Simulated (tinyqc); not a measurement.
Velocity overshoot from momentum and energy balance equations after a field step: one step, computed by the program tinyqc.

At t = 0 the field jumps from 0 to F in a uniform sample. v is the drift velocity and u = w - (3/2) k_B T the excess energy per carrier.

Problem. First four steps. dv/dt = e F/m - v/tau_m(u), du/dt = e F v - u/tau_E, tau_m(u) = tau_0/(1 + c u), tau_0 = m mu_0/e, c = mu_0/(e tau_E v_s^2); this choice gives the steady state v (1 + mu_0 F v/v_s^2) = mu_0 F, which saturates at v_s. Step: v_new = v + dt (e F/m - v/tau_m(u)), u_new = u + dt (e F v - u/tau_E). Start v = u = 0; the distance adds dt (v + v_new)/2.

Inputs (values chosen for the exercise, modelled on electrons in strained silicon except for tau_E):

| quantity | value | unit |
|---|---|---|
| energy relaxation time tau_E | 0.51 | ps |
| field after the step F | 11 | kV/cm |
| lattice temperature T | 300 | K |
| time step dt | 12 | fs |

Scheme: explicit Euler.

c = 38.89159 1/eV

tau_0 = 272.9102 fs

acceleration e F/m = 0.009673510 1e7 cm/s per fs

Give: Steps.

Solution.

Steps:

| step | t (fs) | v (1e7 cm/s) | u (eV) | tau_m (fs) |
|---|---|---|---|---|
| 1 | 12 | 0.1161 | 0 | 272.9 |
| 2 | 24 | 0.2271 | 1.532e-04 | 271.3 |
| 3 | 36 | 0.3331 | 4.493e-04 | 268.2 |
| 4 | 48 | 0.4343 | 8.785e-04 | 263.9 |

After the first step u is still 0, below the drift energy m v^2/2, because the explicit scheme uses the old v: an error of the finite time step.
